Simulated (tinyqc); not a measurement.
# AlGaN/GaN HEMT with access regions, lumped model: effects of single changes

A polarisation-induced electron sheet under a Schottky gate, in series with two ungated access regions and contacts. Drift law v = mu E/(1 + mu E/vs) under the gate. Currents in mA/mm, resistances in ohm mm. No self-heating, no channel-length modulation; fits for polarisation, barrier and offset are chosen for the exercise.

Inputs (values chosen for the exercise); values close to those of AlGaN/GaN structures: aluminium share of the barrier x = 0.17; barrier thickness d = 18 nm; relative permittivity of barrier and channel eps_r = 9.5; channel mobility mu = 1900 cm^2/(V s); saturation velocity vs = 1.2e7 cm/s; gate length Lg = 1.5 um; source access length Ls = 1.5 um; drain access length Ld = 8 um; resistance of each contact Rc = 0.36 ohm mm; share of the drain-access electrons removed by traps ft = 0; gate voltage Vg = -1 V; critical field Ec = 3.2 MV/cm; depth over which the depleted charge spreads te = 0.15 um; relative permittivity of that insulator ei = 7.

Constants: q = 1.602176634e-19 C, eps0 = 8.8541878128e-14 F/cm where lengths are in cm. Results are converted to the units shown.

Each table varies one quantity; the others keep the values above.

## Effect of the source access length

sigma = (5e13 x + 1.6e13 x^2) cm^-2, phiB = 0.84 + 1.3 x, dEc = 0.7 (1.71 x + x^2) in volts, Cb = eps0 eps_r/d, VT = phiB - dEc - q sigma/Cb, access density n0 = -Cb VT/q. Access resistance R(L, n) = L/(q mu n sqrt(1 - (I/(q n vs))^2)); Rs = Rc + R(Ls, n0), Rd = Rc + R(Ld, (1 - ft) n0). Vg' = Vg - I Rs, Vd' = Vd - I (Rs + Rd); with u = Vg' - VT, Vc = vs Lg/mu and w the smaller of Vd' and Vc [sqrt(1 + 2 u/Vc) - 1] (0 if negative), the channel gives (mu Cb/Lg)(u w - w^2/2)/(1 + w/Vc). I equals that channel current. Isat is I at Vd = 10 V, gm = dIsat/dVg, Ron the limit of Vd/I at small Vd.

The same in every row: VT (V) = -2.236; n0 (cm^-2) = 6.520e12.

Result of one run:

| Ls (um) | Ron (ohm mm) | Isat (mA/mm) | gm (mS/mm) |
|---|---|---|---|
| 2.5 | 7.377 | 152.0 | 172.8 |

What becomes of these results when the source access length Ls is changed from 2.5 to 0.1 um, all else the same?

Result of the changed run:

| Ls (um) | Ron (ohm mm) | Isat (mA/mm) | gm (mS/mm) |
|---|---|---|---|
| 0.1 | 6.168 | 194.0 | 233.5 |

The whole series:

| Ls (um) | Ron (ohm mm) | Isat (mA/mm) | gm (mS/mm) |
|---|---|---|---|
| 0.1 | 6.168 | 194.0 | 233.5 |
| 0.3 | 6.269 | 189.5 | 226.7 |
| 0.6 | 6.420 | 183.2 | 217.3 |
| 1 | 6.622 | 175.5 | 205.9 |
| 1.5 | 6.874 | 166.8 | 193.4 |
| 2.5 | 7.377 | 152.0 | 172.8 |
| 4 | 8.133 | 134.6 | 149.3 |

As Ls goes from 0.1 to 4 um, Ron rises from 6.17 to 8.13 ohm mm, Isat falls from 194 to 135 mA/mm and gm falls from 234 to 149 mS/mm. The ceiling Cb vs is 561 mS/mm.

## Output curve without and with trapping

Same model as above.

The two columns take ft = 0 and ft = 0.3; collapse = 1 - (second)/(first).

Output curve without and with trapping:

| Vd (V) | I, ft = 0 (mA/mm) | I, ft = 0.3 (mA/mm) | collapse (%) |
|---|---|---|---|
| 0.25 | 35.53 | 28.64 | 19.40 |
| 0.5 | 69.01 | 56.23 | 18.53 |
| 1 | 126.8 | 106.9 | 15.72 |
| 2 | 166.8 | 166.8 | 0.00 |
| 3 | 166.8 | 166.8 | 0.00 |
| 4 | 166.8 | 166.8 | 0.00 |
| 6 | 166.8 | 166.8 | 0.00 |
| 8 | 166.8 | 166.8 | 0.00 |
| 12 | 166.8 | 166.8 | 0.00 |

Read the table: what changes, and by how much?

Without trapping the current rises from 35.5 to 167 mA/mm and first comes within 2 % of its last value at Vd = 2 V among the rows; with trapping that knee lies at 2 V. The collapse is 19 % in the first row, at most 19 % and 0 % in the last: once the gated channel saturates, the drain access only takes spare voltage.

## Field plate: effect of the insulator under the field plate

Off state: a depleted stretch that holds the voltage V has the peak field sqrt(k V), k = 2 q n0/(eps0 eps_r te), so one edge holds V1 = Ec^2/k. The sheet under the plate pinches off at Vf = q n0 (1/Cb + tf/(eps0 ei)); beyond it the gate edge is screened. BV = V1 if Vf >= V1, else Vf + V1, and at most Ec Ld.

The same in every row: V1 (V) = 61.838; Ec Ld (V) = 2560.0.

Field plate: effect of the insulator under the field plate:

| tf (nm) | Vf (V) | BV (V) |
|---|---|---|
| 35 | 8.1348 | 69.973 |
| 53 | 11.169 | 73.007 |
| 78 | 15.383 | 77.220 |
| 120 | 22.462 | 84.300 |
| 170 | 30.889 | 92.727 |
| 260 | 46.059 | 107.90 |
| 380 | 66.285 | 61.838 |
| 570 | 98.310 | 61.838 |

What does the comparison show?

BV goes from 70.0 through a maximum of 108 (at tf = 260 nm among the rows listed) to 61.8 V. The plate helps (Vf < V1) in 6 of the 8 rows, and the access length caps BV in 0. The best thickness makes Vf just under V1, tf = 354 nm, where both edges reach Ec together and BV nears 2 V1.

tinyqc, about 0.01 s, one thread, Intel Xeon 2.30GHz (shared host): `OMP_NUM_THREADS=1 python tinyqc.py 2570053 2570054 out.jsonl`
